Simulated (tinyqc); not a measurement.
RKS/PBE in the 6-31g basis, for He, spin multiplicity 1, step by step. One step of it, computed by the program tinyqc.

Problem. Iteration 2: DIIS coefficients. Solve [B -1; -1 0][c; lambda] = [0; -1] for the coefficients, which sum to one.

B (overlaps of the stored error matrices):
```
               1              2
1  1.0083914e+00  5.9570218e-01
2  5.9570218e-01  3.5190809e-01
```

Give: DIIS coefficients.

Solution.

DIIS coefficients: -1.443  2.443
